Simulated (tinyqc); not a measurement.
## Series resistance and length offset from two lengths at two overdrives

Inverse problem. In strong inversion R W = Rsd + k(x)(L - dL), k(x) = (1 + th1 x)/(mu0 Cox x), x the overdrive, Cox = eps0 eox/tox, with Rsd and dL independent of x. Find dL, Rsd, mu0 and th1.

Values chosen for this exercise: relative permittivity of the gate insulator (close to silicon nitride) eox = 7.62; insulator thickness tox = 11 nm.

Constants: eps0 = 8.8541878128e-14 F/cm where lengths are in cm. Results are converted to the units shown.

total resistance times width (ohm um):
```
                 L = 0.097 um  L = 0.99 um
overdrive 0.4 V    4089.65254   43763.7403
overdrive 1.3 V    2020.32339   20695.4233
```

Solution. At each overdrive R W is a straight line in L; the two lines cross at L = dL, R W = Rsd. Their slopes give k x = (1 + th1 x)/(mu0 Cox), a straight line in x.

dL = 0.009000 um
Rsd = 180.0 ohm um
mu0 = 120.0 cm^2/(V s)
th1 = 0.7700 1/V

Computed by the program tinyqc: `OMP_NUM_THREADS=1 python tinyqc.py 2210026 2210027 out.jsonl`, one thread of a shared Intel Xeon 2.30GHz, about 0.01 s for the whole run.
